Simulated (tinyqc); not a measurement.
Inside a calculation. Model: sheet resistance of a shallow doped layer with concentration-dependent mobility and limited activation. Computed by tinyqc, a small Python program that keeps every step. Command: `OMP_NUM_THREADS=1 python tinyqc.py 3011508 3011509 out.jsonl irvin walk`. One thread of a shared host (Intel(R) Xeon(R) Processor @ 2.30GHz), about 0.01 s of CPU time with the checks. Intermediate numbers are printed to about 7 digits and carried at full precision; extremes and crossings named in words are read from the listed rows.

A layer of one dopant lies in a background of the opposite type. Current flows parallel to the surface down to the junction; depletion is ignored.

Inputs (values chosen for the exercise, modelled on arsenic in silicon): surface concentration C_s = 4.2e+20 1/cm^3; length l = 72 nm; background C_B = 3.7e+17 1/cm^3; mobility floor mu_min = 51 cm^2/(V s); mobility mu_max = 1430 cm^2/(V s); reference density N_r = 8.93e+16 1/cm^3; exponent alpha = 0.687; prefactor of the active limit = 1.9e+22 1/cm^3; energy of the active limit = 0.462 eV; anneal temperature T = 950 C.

Profile: Gaussian.

Constants: k_B = 8.617333262e-05 eV/K; e = 1.602176634e-19 C.

## Active limit and depths

C(x) = C_s exp(-x^2/(2 l^2)). Temperatures in kelvin are T(C) + 273.15. Active limit C_a = prefactor x exp(-energy/(k_B T)); the junction lies where C = C_B, and the profile exceeds C_a down to x_a (zero if C_s is below C_a). Slope at the junction in nm per decade = ln(10) C/|dC/dx|.

active limit C_a = 2.372261e+20 1/cm^3

junction depth x_j = 270.0625 nm

depth x_a = 76.95861 nm

abruptness at the junction = 44.19940 nm/decade

## Local values

Active density N = min(C, C_a); carriers n = N - C_B; mobility mu = mu_min + (mu_max - mu_min)/(1 + ((N + C_B)/N_r)^alpha). Conductivity e n mu. Depths are 0, 0.2, 0.4, 0.6, 0.8 and 0.95 of x_j.

Along the depth:
```
x (nm)      C (1/cm^3)    N (1/cm^3)  mu (cm^2/(V s))  conductivity (S/cm)
0.0000    4.200000e+20  2.372261e+20          57.0908             2166.512
54.0125   3.169913e+20  2.372261e+20          57.0908             2166.512
108.0250  1.362830e+20  1.362830e+20          59.8883             1304.108
162.0375  3.337584e+19  3.337584e+19          73.9937              391.288
216.0500  4.656063e+18  4.656063e+18         132.4014               90.920
256.5594  7.346303e+17  7.346303e+17         259.0156               15.132
```

## Sheet resistance

Integrals from 0 to x_j, where C = C_B (Gauss-Legendre, 60 points on each smooth piece; 1 nm = 1e-7 cm): dose int C dx, carriers int n dx, mean mobility int n mu dx/int n dx, R_s = 1/(e int n mu dx).

chemical dose = 3.789354e+15 1/cm^2

sheet carrier density = 2.895642e+15 1/cm^2

mean mobility = 59.42827 cm^2/(V s)

sheet resistance R_s = 36.27034 ohm/square

carriers per dopant atom = 0.7641518

product R_s x_j = 9795.260 ohm nm

A box at the active limit as deep as x_j would give 17.1 ohm/square, the least this anneal allows at that depth. Clipping at C_a leaves 24 % of the dose without carriers (compensation included). Caution: above about 2e20 per cm^3 measured mobilities fall further than this form.

## Raising the surface concentration at fixed length

The last column drops the active limit.

Layers:
```
C_s (1/cm^3)  x_j (nm)  dose (1/cm^2)  mean mu (cm^2/(V s))  R_s (ohm/square)  R_s if all active
3.00e+18      147.3052   2.596799e+13              177.3779          1714.989           1714.989
1.00e+19      184.8827   8.931510e+13              119.5063           633.256            633.256
3.00e+19      213.4760   2.698963e+14               87.3823           272.627            272.627
1.00e+20      240.9457   9.016476e+14               68.2942           102.373            102.373
2.00e+20      255.4239   1.804071e+15               62.0959            56.009             56.009
5.00e+20      273.3889   4.511270e+15               59.2056            34.264             24.285
1.00e+21      286.2307   9.023228e+15               58.6439            28.791             12.625
2.00e+21      298.5206   1.804711e+16               58.3278            25.370              6.478
```

R_s falls as C_s^-0.83 between the first rows and as C_s^-0.18 between the last. Below C_a = 2.4e20 the exponent is set by the mobility, which drops from 177 towards mu_min, and by compensation. Above C_a extra dose only widens the clipped region: in the last row R_s is 3.92 times the fully active value. Caution: in rows with more than about 2e20 active atoms per cm^3 measured mobilities fall further than this form.

Checks made by the program: sheet conductance against adaptive quadrature (relative difference below 1e-10).
